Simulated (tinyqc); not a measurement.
Worked calculation: six-band Luttinger-Kohn model with strain. Values are carried at full precision from step to step, so a last printed digit may differ when a step is redone from the rounded ones.

Constants: hbar^2/2m0 = 3.80998211 eV angstrom^2.

Parameters, chosen for this exercise (near those of InAs; shifted at random, so the results belong to these values and not to a real crystal):
```
symbol  value              unit        meaning
C11     82.7               GPa
C12     45                 GPa
C44     39.3               GPa
load    uniaxial [111]                 kind of stress
X       -2.41              GPa         stress
Dso     0.391              eV          spin-orbit splitting
g1      20.01                          Luttinger gamma1
g2      8.51                           gamma2
g3      9.19                           gamma3
av      1.01               eV          valence hydrostatic potential
b       -1.78              eV          tetragonal shear potential
d       -3.61              eV          trigonal shear potential
k       (-0.015, 0.02, 0)  1/angstrom  wave vector
kmax    0.015              1/angstrom  end of the path
```

## Strain from a uniaxial [111] stress

s11 = (C11 + C12)/((C11 - C12)(C11 + 2 C12)), s12 = -C12/((C11 - C12)(C11 + 2 C12)), s44 = 1/C44; exx = s11 sxx + s12 (syy + szz) and cyclic, exy = s44 sxy/2; tension is positive. A uniaxial stress X along the unit vector n is s_ij = X n_i n_j.

s11, s12, s44 (1/TPa): [19.6136, -6.9116, 25.4453]

strain tensor, rows x, y, z and columns alike:
```
[[-0.004652, -0.010221, -0.010221],
 [-0.010221, -0.004652, -0.010221],
 [-0.010221, -0.010221, -0.004652]]
```

The volume changes by -1.395 %; there is shear in the cubic axes, so d enters.

## The terms P, Q, R, S at one k

P = c g1 k^2 - av tr(e); Q = c g2 (kx^2 + ky^2 - 2 kz^2) - (b/2)(exx + eyy - 2 ezz); R = c sqrt3 [-g2 (kx^2 - ky^2) + 2i g3 kx ky] + (sqrt3/2) b (exx - eyy) - i d exy; S = 2 c sqrt3 g3 (kx - i ky) kz - d (exz - i eyz); c = hbar^2/2m0, e the strain tensor (not engineering shear).

Form the four terms.

Terms (eV):
```
term            from k        from strain
P              0.04765            0.01409
Q              0.02026            0.00000
R     0.00983-0.03639i          -0.03690i
S              0.00000  -0.03690+0.03690i
```

## The Hamiltonian

Six-band Luttinger-Kohn model in the basis |3/2,3/2>, |3/2,1/2>, |3/2,-1/2>, |3/2,-3/2>, |1/2,1/2>, |1/2,-1/2>, electron energies, zero at the top of the unstrained valence band. H = -[rows: (P+Q, -S, R, 0, -S/r2, r2 R); (-S*, P-Q, 0, R, -r2 Q, r32 S); (R*, 0, P-Q, S, r32 S*, r2 Q); (0, R*, S*, P+Q, -r2 R*, -S*/r2); (-S*/r2, -r2 Q, r32 S, -r2 R, P+Dso, 0); (r2 R*, r32 S*, r2 Q, -S/r2, 0, P+Dso)], r2 = sqrt(2), r32 = sqrt(3/2). Levels are twofold.

Each term is the sum of its two parts.

H(k) (eV), rows 3/2,3/2, 3/2,1/2, 3/2,-1/2, 3/2,-3/2, 1/2,1/2, 1/2,-1/2 and columns alike:
```
[[-0.0820, -0.0369+0.0369i, -0.0098+0.0733i, 0, -0.0261+0.0261i, -0.0139+0.1036i],
 [-0.0369-0.0369i, -0.0415, 0, -0.0098+0.0733i, 0.0287, 0.0452-0.0452i],
 [-0.0098-0.0733i, 0, -0.0415, 0.0369-0.0369i, 0.0452+0.0452i, -0.0287],
 [0, -0.0098-0.0733i, 0.0369+0.0369i, -0.0820, 0.0139+0.1036i, -0.0261-0.0261i],
 [-0.0261-0.0261i, 0.0287, 0.0452-0.0452i, 0.0139-0.1036i, -0.4527, 0],
 [-0.0139-0.1036i, 0.0452+0.0452i, -0.0287, -0.0261+0.0261i, 0, -0.4527]]
```

## Levels and their make-up

Diagonalise H. The weights add +m and -m and are averaged over each pair; m is taken along z.

levels from the top, each twofold (eV): [0.0551, -0.1397, -0.4916]

weights, rows |3/2,+-3/2>, |3/2,+-1/2>, |1/2,+-1/2>; columns top, second, third:
```
[[0.414, 0.520, 0.065],
 [0.538, 0.443, 0.019],
 [0.047, 0.037, 0.916]]
```

The top pair is 54 % |3/2,+-1/2>, the second pair is 52 % |3/2,+-3/2> and the third pair is 92 % |1/2,+-1/2>.

## Band edges at k = 0
Diagonalise H at k = 0. The weights add +m and -m (m along z) and are averaged over each pair.

edges from the top (eV): [0.0671, -0.0780, -0.4224]

weights at k = 0, rows |3/2,+-3/2>, |3/2,+-1/2>, |1/2,+-1/2>; columns top, second, third:
```
[[0.482, 0.500, 0.018],
 [0.482, 0.500, 0.018],
 [0.035, 0.000, 0.965]]
```

The stress splits the top two pairs by 145.1 meV, 5.61 times kT at 300 K (25.85 meV); the third lies 489.5 meV below the top, against Dso = 391 meV without stress.

## Polarisation of the edge transitions

In the basis X, Y, Z times spin, H(k = 0) has -Dso/3 + l exx + m (eyy + ezz) on the diagonal (cyclic) and n exy off it, l = av + 2 b, m = av - b, n = sqrt(3) d. Spin-orbit term (Dso/3) L.sigma on X, Y, Z with (L_k)_ij = -i epsilon_kij: <X+|H|Y+> = -i Dso/3, <X+|H|Z-> = Dso/3, <Y+|H|Z-> = -i Dso/3, <Z+|H|X-> = -Dso/3, <Z+|H|Y-> = i Dso/3, <X-|H|Y-> = i Dso/3, and their conjugates; + and - are the spin along z. The strength of a transition to an s-like conduction level for light polarised along the unit vector u is the weight of the orbital ux X + uy Y + uz Z in the valence state, summed over spin and averaged over the pair.

strain block of X, Y, Z (eV), rows X, Y, Z and columns alike:
```
[[-0.01409, 0.06391, 0.06391],
 [0.06391, -0.01409, 0.06391],
 [0.06391, 0.06391, -0.01409]]
```

Relative strengths:
```
polarisation    top  second  third
[100]         0.333   0.333  0.333
[010]         0.333   0.333  0.333
[001]         0.333   0.333  0.333
[110]         0.581   0.167  0.252
[1-10]        0.086   0.500  0.414
[111]         0.829   0.000  0.171
```

The top pair is strongest for light along [111] (0.829) and weakest along [1-10] (0.086); without strain every direction has 1/3 on average over the fourfold top. For each polarisation the three pairs add up to 1.

## Hole masses at the edges

Curvature at k = 0: m/m0 = -2 c h^2/(E(h u) + E(-h u) - 2 E(0)) with h = 0.0002 1/angstrom along the unit vector u.

Hole masses (m0):
```
direction    top  second  third
[110]      0.030   0.092  0.064
[1-10]     0.158   0.034  0.041
[100]      0.050   0.050  0.050
[001]      0.050   0.050  0.050
```

Of the directions listed, the top pair is lightest along [110] (0.030) and heaviest along [1-10] (0.158). These masses hold only for hole energies well below the splitting of 145 meV.

## Bands along [110] and [001]

Six points from 0 to kmax in each direction.

Levels (eV):
```
direction  |k| (1/angstrom)     top   second    third  top, no stress  second, no stress
[110]                 0.000  0.0671  -0.0780  -0.4224          0.0000             0.0000
[110]                 0.003  0.0660  -0.0784  -0.4229         -0.0001            -0.0013
[110]                 0.006  0.0625  -0.0795  -0.4245         -0.0003            -0.0052
[110]                 0.009  0.0570  -0.0815  -0.4273         -0.0006            -0.0116
[110]                 0.012  0.0495  -0.0844  -0.4313         -0.0011            -0.0204
[110]                 0.015  0.0404  -0.0885  -0.4367         -0.0017            -0.0314
[001]                 0.000  0.0671  -0.0780  -0.4224          0.0000             0.0000
[001]                 0.003  0.0664  -0.0787  -0.4231         -0.0001            -0.0013
[001]                 0.006  0.0644  -0.0808  -0.4252         -0.0004            -0.0051
[001]                 0.009  0.0612  -0.0843  -0.4287         -0.0009            -0.0113
[001]                 0.012  0.0569  -0.0893  -0.4338         -0.0016            -0.0199
[001]                 0.015  0.0518  -0.0959  -0.4406         -0.0026            -0.0306
```

## Checks

- Levels against the same model in the basis X, Y, Z times spin: they agree to 1e-10 or better.

Program tinyqc; command `OMP_NUM_THREADS=1 python tinyqc.py 1081271 1081272 out.jsonl`; about 0.04 s on one thread of a shared Intel(R) Xeon(R) Processor @ 2.30GHz.
